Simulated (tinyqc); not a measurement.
# Slope factor and drain-induced lowering from three currents

Inverse problem. With source and body at 0 V, I = A exp((Vg + dd Vd)/(nf Vt)) (1 - exp(-Vd/Vt)). Find nf, the swing nf Vt ln 10 and dd.

Parameters, values chosen for the exercise:
- T = 330 K (temperature)

Constants: q = 1.602176634e-19 C, kB = 1.380649e-23 J/K, Vt = kB T/q. Results are converted to the units shown.

currents at (Vg, Vd) = (0, 0.05), (0, 1.1) and (0.07, 1.1) V (nA/um): 0.97988884  111.41575  740.09595

Answer. The pair at equal Vd gives nf; the pair at equal Vg, after dividing out the factors 1 - exp(-Vd/Vt), gives dd.

nf = 1.30
swing = 85.1 mV/decade
dd = 0.160

Numbers from tinyqc (`OMP_NUM_THREADS=1 python tinyqc.py 2242097 2242098 out.jsonl`; about 0.03 s on one thread of a shared Intel Xeon 2.30GHz).
